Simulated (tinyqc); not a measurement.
# Floating body of a partially depleted SOI transistor: body voltage and kink: effects of single changes

Source at 0 V. Channel current Ic = 2 nf K Vt^2 [F(0) - F(Vd)](1 + la Vd), F(V) = ln^2(1 + exp((Vg - VT - nf V)/(2 nf Vt))), VT = VT0 - gb Vb. Saturation voltage Vs = 2 Vt sqrt(F(0)) + 3 Vt, excess Ve = (Vd - Vs + sqrt((Vd - Vs)^2 + 0.0004 V^2))/2, multiplication M1 = Ai Ve exp(-Bl/Ve). Each junction passes D(v) = J1 (exp(v/Vt) - 1) + J2 (exp(v/(2 Vt)) - 1). Bipolar current Ib = bb J1 (exp(Vb/Vt) - 1). The body settles where M1 (Ic + Ib) = D(Vb) + D(Vb - Vd) + Vb/Rb; drain current Id = (1 + M1)(Ic + Ib) - D(Vb - Vd).

Inputs (values chosen for the exercise); values of the order met in partially depleted silicon-on-insulator transistors: temperature T = 330 K; threshold at zero body voltage VT0 = 0.5 V; fall of the threshold per volt of body voltage gb = 0.29; slope factor nf = 1.33; gain factor per width K = 290 uA/(V^2 um); channel-length modulation factor la = 0.08 1/V; impact-ionisation prefactor Ai = 2.27 1/V; impact-ionisation voltage Bl = 8.3 V; diffusion saturation current of each junction J1 = 3.6e-12 uA/um; recombination saturation current of each junction J2 = 1.6e-7 uA/um; gain of the lateral bipolar transistor on the diffusion current bb = 0; resistance of a weak body tie to the source (1e9 stands for no tie, and the term is then dropped) Rb = 1e9 kohm um; gate voltage Vg = 0.54 V; drain voltage Vd = 1.8 V.

Constants: q = 1.602176634e-19 C, kB = 1.380649e-23 J/K, Vt = kB T/q. Results are converted to the units shown.

Each table varies one quantity; the others keep the values above.

## Output curve and kink

Rows with more than one solution for Vb (latch) are left out; dId/dVd by a forward difference over 1e-4 V, swing = 1e-4 V over the change of log10 Id; M1 under 1e-12 is printed as 0.

Results:
```
Vd (V)  Vb (V)        M1  Id, floating (uA/um)  Id, grounded (uA/um)  ratio  dId/dVd, floating (uS/um)  dId/dVd, grounded (uS/um)
1       0.3913  5.081e-5                 3.121                0.6632  4.706                      8.341                    0.05014
1.4     0.5992  0.001926                 5.779                0.6854  8.431                      4.740                    0.06539
1.6     0.6468  0.006241                 6.615                0.7003  9.445                      3.755                    0.08518
1.8     0.6800   0.01556                 7.321                0.7201  10.17                      3.378                     0.1146
2       0.7051   0.03226                 7.990                0.7468  10.70                      3.368                     0.1530
2.2     0.7250   0.05853                 8.685                0.7819  11.11                      3.615                     0.1995
```

Estimate the missing row, Vd = 1.2 V.

Computed row:
```
Vd (V)  Vb (V)        M1  Id, floating (uA/um)  Id, grounded (uA/um)  ratio  dId/dVd, floating (uS/um)  dId/dVd, grounded (uS/um)
1.2     0.5224  4.088e-4                 4.652                0.6736  6.907                      6.677                    0.05447
```

With this row back in the table: Vb rises from 0.391 to 0.725 V and the ratio of the currents rises from 4.71 to 11.1. The output conductance with a floating body exceeds the grounded value by the largest factor among the rows, 166, at Vd = 1 V, where Vb = 0.391 V and M1 = 5.08e-5.

## Transfer curve and swing

Same model as above.

Transfer curve and swing:
columns A: Vg (V); B: Vb (V); C: M1; D: Id, floating (uA/um); E: Id, grounded (uA/um); F: ratio; G: swing, floating (mV/decade); H: swing, grounded (mV/decade)
```
A           B         C         D         E      F      G      H
0.05  0.07335   0.03075  8.913e-6  5.152e-6  1.730  71.45  89.99
0.15   0.2586   0.03061  4.982e-4  6.989e-5  7.128  51.24  87.72
0.25   0.4887   0.02951   0.03373  9.555e-4  35.30  63.26  88.69
0.35   0.6092   0.02580    0.5731   0.01223  46.88  108.5  92.86
0.45   0.6587   0.02033     2.938    0.1272  23.10  185.6  106.6
0.55   0.6816   0.01507     7.942    0.8488  9.357  288.2  142.7
0.65   0.6924   0.01077     15.58     3.246  4.798  403.2  210.2
0.75   0.6966  0.007451     25.69     8.085  3.178  522.7  303.5
0.85   0.6964  0.004971     38.19     15.51  2.463  643.5  410.5
```

Vb rises from 0.0733 to 0.696 V. The smallest swing among the rows is 51.2 mV a decade with a floating body (at Vg = 0.15 V) and 87.7 with a grounded one; Vt ln 10 = 65.5. The floating swing is smaller by more than 3 % for Vg = 0.05, 0.15, 0.25 V, where the rising Vb lowers the threshold as Vg rises. In the first row the floating body raises the current by a factor of 1.73.

Range of the model: The multiplication law is an empirical form chosen for the exercise; self-heating and capacitive coupling to the body are left out, and the linear laws are rough once Vb passes about 0.7 V or M1 about 0.1.

tinyqc, about 0.2 s, one thread, Intel Xeon 2.30GHz (shared host): `OMP_NUM_THREADS=1 python tinyqc.py 2182238 2182239 out.jsonl`
